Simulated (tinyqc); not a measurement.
Changing the silicon available t_Si: thermodynamics of metal silicides: hull, first phase, silicon consumed, nucleation and stability against SiO2. Computed by tinyqc, a small Python program. Command: `OMP_NUM_THREADS=1 python tinyqc.py 3026364 3026365 out.jsonl silphase sweep`. One thread of a shared host (Intel(R) Xeon(R) Processor @ 2.30GHz), about 0.01 s of CPU time with the checks.

Entropies of formation of the solids are neglected, so heats stand for free energies. Si fractions: M5Si3 0.3750, MSi 0.5000, MSi2 0.6667.

Inputs (values chosen for the exercise, of the order of those of tungsten silicides for heats and volumes only):

| quantity | value | unit |
|---|---|---|
| heat of formation of M5Si3 | -16.8 | kJ/mol atoms |
| heat of formation of MSi | -15.2 | kJ/mol atoms |
| heat of formation of MSi2 | -26.9 | kJ/mol atoms |
| molar volume of M | 9.55 | cm^3/mol |
| molar volume of Si | 12.06 | cm^3/mol |
| metal thickness t | 27 | nm |

Phases: M5Si3, MSi, MSi2.

Method. A phase is stable if it lies below every straight line between a phase on its left and one on its right (M and Si at zero). Distance = its heat less the lowest such line, negative for a stable phase. Overall Si fraction x0 = (t_Si/V_Si)/(t_Si/V_Si + t/V_M). In equilibrium the two stable phases that bracket x0 share the atoms by the lever rule.

One run for each value:

| silicon available t_Si (nm) | overall Si fraction x0 | share of atoms in the Si-richer phase |
|---|---|---|
| 8.1 | 0.19196 | 0.51189 |
| 22.3 | 0.39542 | 0.07000 |
| 36.5 | 0.51702 | 0.48694 |
| 50.6 | 0.59743 | 0.76261 |
| 64.8 | 0.65523 | 0.96079 |
| 79.0 | 0.69852 | 0.09556 |
| 93.2 | 0.73215 | 0.19645 |
| 107.0 | 0.75835 | 0.27504 |
| 122.0 | 0.78157 | 0.34471 |

Over the rows, overall Si fraction x0 rises from 0.192 to 0.782 (exponent d ln y / d ln x 0.71 between the first rows and 0.23 between the last); share of atoms in the Si-richer phase lies between 0.0700 and 0.961 without a single trend. The share restarts from zero each time x0 passes the composition of a stable phase.

Extremes, crossings and ranges named in words are read from the listed rows.
